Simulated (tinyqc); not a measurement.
# Changing the oxide density

Model: X-ray photoelectron analysis of a thin oxide on a semiconductor: attenuation lengths, thickness, angle series and band offsets. Computed by tinyqc, a small Python program. Command: `OMP_NUM_THREADS=1 python tinyqc.py 3111691 3111692 out.jsonl xps sweep`. One thread of a shared host (Intel(R) Xeon(R) Processor @ 2.30GHz), about 0.01 s of CPU time with the checks.

The same element is seen in the oxide and in the substrate, at nearly the same kinetic energy; films are flat and uniform, and the work function is ignored.

Inputs (values chosen for the exercise, modelled on SiO2 on silicon):

| quantity | value | unit |
|---|---|---|
| photon energy | 1486.6 | eV |
| binding energy of the core level | 99.4 | eV |
| oxide formula mass | 60.08 | g/mol |
| valence electrons per oxide formula | 16 | - |
| oxide gap | 8.77 | eV |
| substrate density | 2.33 | g/cm^3 |
| substrate formula mass | 28.09 | g/mol |
| valence electrons per substrate formula | 4 | - |
| substrate gap | 1.12 | eV |
| oxide thickness d | 6.5 | nm |
| emission angle from the normal | 45 | degrees |
| attenuation length over inelastic mean free path | 0.95 | - |
| carbon overlayer | 0.36 | nm |

Method:
- TPP-2M: lambda = E/(E_p^2 [b ln(c E) - C/E + D/E^2]) in angstrom, E_p = 28.8 sqrt(N_v rho/M), b = -0.10 + 0.944/sqrt(E_p^2 + E_g^2) + 0.069 rho^0.1, c = 0.191/sqrt(rho), U = N_v rho/M, C = 1.97 - 0.91 U, D = 53.4 - 20.8 U, with E = photon energy less binding energy in eV.
- Attenuation length L = factor x lambda.
- R_0 = (rho_o/M_o) L_o/((rho_s/M_s) L_s); peak ratio R = I_ox/I_sub = R_0 [exp(d/(L_o cos theta)) - 1]; hence d = L_o cos theta ln(1 + R/R_0). A carbon layer weakens both peaks alike, by exp(-d_C/(L_o cos theta)) if its L is taken equal to L_o. This R_0 leaves out intrinsic losses from the substrate peak, so calibrated values can be larger.

One run for each value:

| oxide density (g/cm^3) | L in the oxide (nm) | R_0 | ratio R |
|---|---|---|---|
| 1.81 | 3.8399 | 0.47514 | 4.7305 |
| 1.95 | 3.7722 | 0.50287 | 5.2484 |
| 2.10 | 3.7080 | 0.53232 | 5.8185 |
| 2.24 | 3.6540 | 0.55955 | 6.3649 |
| 2.39 | 3.6014 | 0.58842 | 6.9660 |
| 2.53 | 3.5561 | 0.61505 | 7.5423 |
| 2.68 | 3.5108 | 0.64323 | 8.1768 |
| 2.82 | 3.4711 | 0.66917 | 8.7857 |

Over the rows, L in the oxide (nm) falls from 3.84 to 3.47 (exponent d ln y / d ln x -0.24 between the first rows and -0.22 between the last); R_0 rises from 0.475 to 0.669 (exponent d ln y / d ln x about 0.77 throughout); ratio R rises from 4.73 to 8.79 (exponent d ln y / d ln x about 1.4 throughout).

Extremes, crossings and ranges named in words are read from the listed rows.
